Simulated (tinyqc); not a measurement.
# Barrier and mass from two temperatures

Inverse problem. The saturation current of a Schottky diode is J0 = A* T^2 exp(-q phi/(kB T)) with a fixed barrier and A* = 4 pi q me m0 kB^2/h^3 (times 1e-4 for A/(cm^2 K^2)). Find phi, A* and me.

Constants: q = 1.602176634e-19 C, kB = 1.380649e-23 J/K, h = 6.62607015e-34 J s, m0 = 9.1093837015e-31 kg. Results are converted to the units shown.

J0 at 250 and 350 K (A/cm^2): 3.4220298e-9  1.0743723e-4

Answer. The slope of ln(J0/T^2) against q/(kB T) is -phi and the intercept is ln A*.

phi = 0.7300 eV
A* = 28.48 A/(cm^2 K^2)
me = 0.2370 m0

Computed by the program tinyqc: `OMP_NUM_THREADS=1 python tinyqc.py 2640001 2640002 out.jsonl`, one thread of a shared Intel Xeon 2.30GHz, about 0.01 s for the whole run.
